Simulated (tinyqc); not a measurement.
Energy and delay of logic against supply voltage: two steps of the calculation.

One expression serves below and above threshold: I(Vg) = Ik [ln(1 + exp((Vg - VT + dd V)/(al nf Vt)))]^al, with I_on = I(V) and I_off = I(0). Gate delay td = kd C V/I_on, clock period LD td. Per gate and cycle the switching energy is act C V^2 and the leakage energy I_off V LD td. No short-circuit current, no variation. Minima are sought above 0.09 V; below a few Vt gates no longer switch and the model has no meaning.

Values chosen for this exercise; values of the order met in logic technologies: temperature T = 250 K; threshold voltage at zero drain bias VT = 0.27 V; slope factor nf = 1.37; barrier lowering per volt of supply dd = 0.07; specific current of a gate Ik = 0.57 uA; exponent of the current law al = 1.71; load capacitance of a gate C = 3.4 fF; delay factor kd = 1; logic depth LD = 30; activity factor act = 0.02; supply voltage V = 0.83 V.

Constants: q = 1.602176634e-19 C, kB = 1.380649e-23 J/K, Vt = kB T/q. Results are converted to the units shown.

Task 1. Currents, delay and energies. I_on, I_off, td, clock frequency 1/(LD td), both energies and their sum.

Find: I_on; I_off; td; clock frequency; switching energy; leakage energy; energy.

Result 1.

I_on = 41.343 uA
I_off = 0.42884 nA
td = 68.258 ps
clock frequency = 0.48835 GHz
switching energy = 46.845 aJ
leakage energy = 0.72886 aJ
energy = 47.574 aJ

I_on/I_off = 96400; leakage makes up 1.53 % of the energy.

Task 2. New V. Minimum-energy supply: E(V) is the energy per gate and cycle; with h = 0.001 V, E' = (E(V + h) - E(V - h))/(2 h), E'' = (E(V - h) - 2 E(V) + E(V + h))/h^2, V(new) = V - E'/E''.

V after iteration 1 = 0.25012606 V

Wanted: E'; E''; V after iteration 2.

Result 2.

E' = -4.9188 aJ/V
E'' = 978.60 aJ/V^2
V after iteration 2 = 0.25515 V

Program tinyqc, `OMP_NUM_THREADS=1 python tinyqc.py 2082051 2082052 out.jsonl`; Intel Xeon 2.30GHz, shared host, one thread, about 0.01 s.
